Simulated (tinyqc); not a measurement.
Classical Heisenberg spin chain: exact results, Metropolis, heat-bath and over-relaxation steps, and a Monte Carlo run: one step, computed by the program tinyqc. Command: `OMP_NUM_THREADS=1 python tinyqc.py 3130572 3130573 out.jsonl heismc walk`. One thread of a shared host (Intel(R) Xeon(R) Processor @ 2.30GHz), about 0.2 s of CPU time with the checks.

E = -J sum_i s_i . s_(i+1) for unit vectors s_i on an open chain; K = J/(k_B T).

Task: Four single-spin steps. The given spins are first normalised. Spins 2 and 3 are updated in turn, with h = K (sum of the two neighbours). Trial spin with z = 2 r1 - 1 and azimuth 2 pi r2; it is accepted if r3 < min(1, exp(h . s_trial - h . s_old)).

Inputs (values chosen for the exercise, for a model chain of large moments): temperature T = 69.2 K.

Update: Metropolis.

four neighbouring spins (rows; components x, y, z):
```
        1        2        3
1  0.6081   0.7937  -0.0153
2  0.1755  -0.9139   0.3660
3  0.2530   0.9026   0.3483
4  0.1585  -0.8564   0.4914
```

random numbers, one row a step:
```
        1       2       3
1  0.2956  0.2096  0.6040
2  0.0519  0.1099  0.7339
3  0.7574  0.2536  0.1304
4  0.6934  0.3810  0.5614
```

K = 1.844649

Give: the table «Steps» with the columns |h|, h . s before, h . s trial, acceptance, accepted, x, y, z.

Result:

Steps:

| spin | \|h\| | h . s before | h . s trial | acceptance | accepted | x | y | z |
|---|---|---|---|---|---|---|---|---|
| 2 | 3.5625 | -2.3561 | 2.8771 | 1.0000 | yes | 0.22918 | 0.88338 | -0.4088 |
| 3 | 0.7329 | 0.2789 | 0.1221 | 0.8549 | yes | 0.34202 | 0.28258 | -0.8962 |
| 2 | 3.1370 | 2.8429 | 0.8021 | 0.1299 | no | 0.22918 | 0.88338 | -0.4088 |
| 3 | 0.7329 | 0.1221 | -0.3934 | 0.5972 | yes | -0.67618 | 0.62703 | 0.3868 |
